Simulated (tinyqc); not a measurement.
p-n diode, drift-diffusion by the Gummel loop with Scharfetter-Gummel fluxes: two steps of the calculation.

Abrupt junction at x = 0, p side from -Lp, n side to Ln, ohmic contacts. psi is counted from the intrinsic level; n = ni exp((psi - phin)/Vt), p = ni exp((phip - psi)/Vt). Contacts: p side psi = V - Vt ln(Na/ni), p = Na, n = ni^2/Na; n side psi = Vt ln(Nd/ni), n = Nd, p = ni^2/Nd. Constant mobilities, D = mu Vt, Boltzmann statistics, SRH recombination through a mid-gap level, U = (n p - ni^2)/(tp (n + ni) + tn (p + ni)). Current is positive from the p contact to the n contact.

Values chosen for this exercise; band and dielectric values close to those of gallium arsenide: temperature T = 300 K; acceptor density of the p side Na = 3.3e17 cm^-3; donor density of the n side Nd = 1.9e16 cm^-3; electron mobility mun = 4500 cm^2/(V s); hole mobility mup = 300 cm^2/(V s); SRH lifetime of electrons tn = 5e-7 s; SRH lifetime of holes tp = 8e-7 s; uniform generation rate G = 0 cm^-3 s^-1.

Constants: q = 1.602176634e-19 C, kB = 1.380649e-23 J/K, Vt = kB T/q. Results are converted to the units shown.

Task 1. Electron continuity. With psi and p held, F_i = (mun Vt/h_i) [n_(i+1) B(d_i) - n_i B(-d_i)], d_i = (psi_(i+1) - psi_i)/Vt, B(d) = d/(exp(d) - 1); solve F_i - F_(i-1) = w_i [(n_i p_i - ni^2)/den_i - G] for the new n, with den = tp (n + ni) + tn (p + ni) taken at the old n and p, h_i = x_(i+1) - x_i, w_i = (h_(i-1) + h_i)/2; phin = psi - Vt ln(n/ni).

```
node  x (nm)     psi (V)  n after Poisson (cm^-3)  p after Poisson (cm^-3)
0      -1200  0.64121629             2.4230109e-5                   3.3e17
1       -675  0.63307952             1.2209628e17             4.5206998e17
2       -373  0.63307833             1.2209069e17             4.5209068e17
3       -200  0.63307833             1.2209069e17             4.5209068e17
4       -100  0.63307847             1.2209135e17             4.5208824e17
5      -42.5  0.63309860             1.2218644e17             4.5173643e17
6       -9.5  0.63406758             1.2685315e17             4.3511781e17
7        9.5  0.64992407             2.3424936e17             2.3562951e17
8       45.9  0.65102341             2.4442553e17             2.2581955e17
9        116  0.65104495             2.4462932e17             2.2563143e17
10       250  0.65104506             2.4463032e17             2.2563051e17
11       507  0.65103129             2.4450007e17             2.2575071e17
12      1000  0.58498521                   1.9e16             4.2083873e-4
```

ni = 2.8277086e6 cm^-3

Give: new n; phin after round 1.

Result 1.

```
node  new n (cm^-3)  phin after round 1 (V)
0          2.423e-5                   1.300
1          2.181e16                   0.045
2          3.643e16                   0.031
3          4.481e16                   0.026
4          4.965e16                   0.023
5          5.247e16                   0.022
6          5.610e16                   0.021
7          1.049e17                   0.021
8          1.112e17                   0.020
9          1.147e17                   0.020
10         1.212e17                   0.018
11         1.336e17                   0.016
12         1.900e16                   0.000
```

Task 2. Recombination and current. U_i as defined. J = Jn at the p contact + Jp at the n contact + q sum w_i U_i - q G sum w_i over the inner nodes, which avoids differences of large majority fluxes: Jn = (q mun Vt/h_0)[n_1 B(d_0) - n_0 B(-d_0)], Jp = (q mup Vt/h_last)[p_(N-1) B(d_last) - p_N B(-d_last)], d_i = (psi_(i+1) - psi_i)/Vt, B(d) = d/(exp(d) - 1), w_i = (h_(i-1) + h_i)/2.

```
node  x (nm)  converged psi (V)  converged n (cm^-3)  converged p (cm^-3)
0      -1200         0.64121629         2.4230109e-5               3.3e17
1       -675         0.63135671         1.6909056e16         3.4690699e17
2       -373         0.62605734         2.4353340e16         3.5435186e17
3       -200         0.62311031         2.8063836e16         3.5806254e17
4       -100         0.62143260         3.0051547e16         3.6003937e17
5      -42.5         0.62054668         3.1229077e16         3.6011811e17
6       -9.5         0.62240201         3.4878173e16         3.2838902e17
7        9.5         0.64915343         9.9456011e16         1.1415277e17
8       45.9         0.65199441         1.1249943e17         9.4922712e16
9        116         0.64989590         1.0633680e17         8.7379355e16
10       250         0.64505564         9.2914721e16         7.3951579e16
11       507         0.63313512         6.6567986e16         4.7663975e16
12      1000         0.58498521               1.9e16         4.2083873e-4
```

ni = 2.8277086e6 cm^-3

Wanted: U; Jn at the p contact; Jp at the n contact; recombination; generation; J.

Result 2.

U, node 0 to 12 (cm^-3 s^-1): [0, 3.137e22, 4.388e22, 4.987e22, 5.302e22, 5.485e22, 5.962e22, 8.309e22, 7.769e22, 7.216e22, 6.173e22, 4.116e22, 0]
Jn at the p contact = 7220 A/cm^2
Jp at the n contact = 2649 A/cm^2
recombination = 1.277 A/cm^2
generation = 0 A/cm^2
J = 9871 A/cm^2

tinyqc, about 0.1 s, one thread, Intel Xeon 2.30GHz (shared host): `OMP_NUM_THREADS=1 python tinyqc.py 2240014 2240015 out.jsonl`
